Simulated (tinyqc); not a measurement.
Capacitance measurement on a leaky thin oxide: effects of series resistance and leakage: one step of the calculation.

The device is a capacitance C in parallel with a leakage conductance G, in series with Rs and Ls. An impedance meter reports either a parallel pair (Cp, Gp) from Y = 1/Z = Gp + i w Cp or a series pair (Cs, Rm) from Z = Rm + 1/(i w Cs); w = 2 pi f, dissipation D = Gp/(w |Cp|).

Question. True capacitance and conductance. EOT = 3.9 tox/eox; CET = EOT + zc + zp; C = 3.9 eps0 A/CET; G = Jg A/Vs.

Values chosen for this exercise; values of the order met in thin-oxide MOS capacitors:
- eox = 3.9 (relative permittivity of the gate insulator (close to silicon dioxide))
- tox = 1.2 nm (insulator thickness)
- A = 2500 um^2 (gate area)
- zc = 0.59 nm (oxide-equivalent thickness added by the accumulation layer)
- zp = 0 nm (oxide-equivalent thickness added by gate depletion)
- Jg = 0.006 A/cm^2 (gate leakage current density, not matched to the thickness)
- Vs = 0.29 V (voltage for an e-fold rise of the leakage)

Constants: eps0 = 8.8541878128e-14 F/cm where lengths are in cm. Results are converted to the units shown.

Find: EOT; CET; C; G.

Answer.

EOT = 1.2000 nm
CET = 1.7900 nm
C = 48.228 pF
G = 0.51724 uS

Numbers from tinyqc (`OMP_NUM_THREADS=1 python tinyqc.py 2022166 2022167 out.jsonl`; about 0.01 s on one thread of a shared Intel Xeon 2.30GHz).
